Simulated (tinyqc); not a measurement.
# Lossy on-chip transmission line with skin effect: effects of single changes

A uniform line in a homogeneous dielectric: c = sqrt(er)/(c0 Z0), l = Z0 sqrt(er)/c0 (c0 = 299792458 m/s), g = w c td, w = 2 pi f. The resistance joins its limits as r = sqrt(r_dc^2 + r_hf^2), with r_dc = rho/(wd th), r_hf = kr rho/(2 delta (wd + th)), delta = sqrt(rho/(pi f mu0)), mu0 = 4 pi 1e-7 H/m; this is an interpolation, and internal inductance, up to 0.05 nH/mm at low frequency, is neglected.

Parameters, values chosen for the exercise: width of the strip wd = 1.4 um; thickness of the strip th = 0.76 um; resistivity rho = 2 uohm cm; relative permittivity er = 3.9; loss tangent td = 0; lossless impedance sqrt(l/c) Z0 = 50 ohm; factor for crowding and the return path kr = 2; length len = 0.74 mm; source resistance Rg = 25 ohm; load resistance RL = 1e5 ohm; load capacitance CL = 100 fF; frequency f = 3.7 GHz.

Each table varies one quantity; the others keep the values above.

## Line properties against frequency

gamma = sqrt((r + i w l)(g + i w c)) = alpha + i beta, Zc = sqrt((r + i w l)/(g + i w c)), roots with positive real part; loss 8.685889638 alpha in dB; phase velocity w/beta. ZL = 1/(1/RL + i w CL); reflection (ZL - Zc)/(ZL + Zc); Zin = Zc (ZL + Zc tanh(gamma len))/(Zc + ZL tanh(gamma len)); H = V_load/V_source = [Zin/(Zin + Rg)]/[cosh(gamma len) + (Zc/ZL) sinh(gamma len)].

Line properties against frequency:
```
f (GHz)	r (ohm/mm)	r/(w l)	loss (dB/mm)	|Zc| (ohm)	phase velocity over c0	length in wavelengths	|H| (dB)
0.01	18.80	908.5	0.07658	1507	0.02375	0.001040	-0.003379
0.03	18.81	303.0	0.1325	870.3	0.04107	0.001803	-0.003375
0.09	18.84	101.1	0.2290	502.9	0.07086	0.003135	-0.003342
0.3	18.93	30.49	0.4143	276.2	0.1276	0.005805	-0.002948
0.8	19.15	11.57	0.6625	170.4	0.2016	0.009793	-3.053e-4
2	19.68	4.754	0.9986	110.2	0.2959	0.01669	0.01542
7	21.72	1.499	1.594	67.12	0.4278	0.04039	0.1951
20	26.30	0.6355	2.186	54.42	0.4845	0.1019	0.3757
60	37.00	0.2980	3.179	51.07	0.5010	0.2956	-8.409
```

What does the table show?

r equals w l at 11.3 GHz: below it |Zc| and the delay grow as in an RC line, above it |Zc| tends to Z0 = 50 ohm and the velocity to 1/sqrt(er) = 0.506 c0. The loss goes as f^(0.50) between the first two rows and f^(0.34) between the last two. |H| is -0.00338 dB in the first row and -8.41 dB in the last; between rows it can pass through resonances that the table doesn't show.

## Effect of the loss tangent

Same model as above.

The same in every row: r (ohm/mm) = 20.39; r/(w l) = 2.664.

Effect of the loss tangent:
```
td	loss (dB/mm)	|Zc| (ohm)	phase velocity over c0	length in wavelengths	|H| (dB)
0	1.278	84.34	0.3652	0.02501	0.05835
0.001	1.279	84.34	0.3653	0.02500	0.05771
0.002	1.279	84.34	0.3655	0.02499	0.05707
0.005	1.282	84.34	0.3658	0.02496	0.05514
0.01	1.287	84.33	0.3665	0.02492	0.05194
0.02	1.296	84.33	0.3677	0.02484	0.04554
0.04	1.315	84.30	0.3703	0.02467	0.03275
```

As td goes from 0 to 0.04, the loss rises from 1.28 to 1.31 dB/mm, |Zc| stays near 84.3 ohm and |H| goes from 0.0583 to 0.0327 dB, with its highest value among the rows, 0.0583 dB, at td = 0. In the low-loss estimate the dielectric part g Z0/2 equals the conductor part r/(2 Z0) at td = 2.66.

Numbers from tinyqc (`OMP_NUM_THREADS=1 python tinyqc.py 2810162 2810163 out.jsonl`; about 0.01 s on one thread of a shared Intel Xeon 2.30GHz).
